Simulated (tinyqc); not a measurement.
Planar ballistic transistor, top-of-the-barrier model: one step of the calculation.

At the top of the source barrier, states moving towards the drain are filled by the source (Fermi level 0) and states moving back by the drain (Fermi level -q Vd); nothing scatters. U is the shift of the band edge there, set by the capacitances CG, CD and CS (the total) and by the charge. Parabolic two-dimensional band; the source is grounded.

Question. Density of states, capacitances and charge at zero bias. N0 = gv m kB T/(pi hbar^2), CG = eps0 eox/tox, vT = sqrt(2 kB T/(pi m)), CS = CG/aG, n0 = n at U = 0 and Vd = 0. eta1 = -(E0 + U)/Vt, eta2 = eta1 - Vd/Vt, n = (N0/2)[F_0(eta1) + F_0(eta2)], F_0(x) = ln(1 + exp x). UL = -(aG Vg + aD Vd).

Values chosen for this exercise; mass and valleys close to those of silicon (two valleys): temperature T = 77 K; effective mass m = 0.194 m0; valley degeneracy gv = 2; relative permittivity of the gate insulator eox = 22; insulator thickness tox = 4.1 nm; gate control CG/CS aG = 0.76; drain control CD/CS aD = 0.086; band edge at the barrier top above the source Fermi level at zero bias E0 = 0.16 eV; gate voltage Vg = 0.8 V; drain voltage Vd = 0.1 V.

Constants: q = 1.602176634e-19 C, kB = 1.380649e-23 J/K, hbar = 1.054571817e-34 J s, m0 = 9.1093837015e-31 kg, Vt = kB T/q, eps0 = 8.8541878128e-14 F/cm where lengths are in cm. Results are converted to the units shown.

Give: N0; CG; CS; n0; UL.

Answer.

N0 = 1.075e12 cm^-2
CG = 4.751 uF/cm^2
CS = 6.251 uF/cm^2
n0 = 36.25 cm^-2
UL = -0.6166 eV

Program tinyqc, `OMP_NUM_THREADS=1 python tinyqc.py 2400105 2400106 out.jsonl`; Intel Xeon 2.30GHz, shared host, one thread, about 0.01 s.
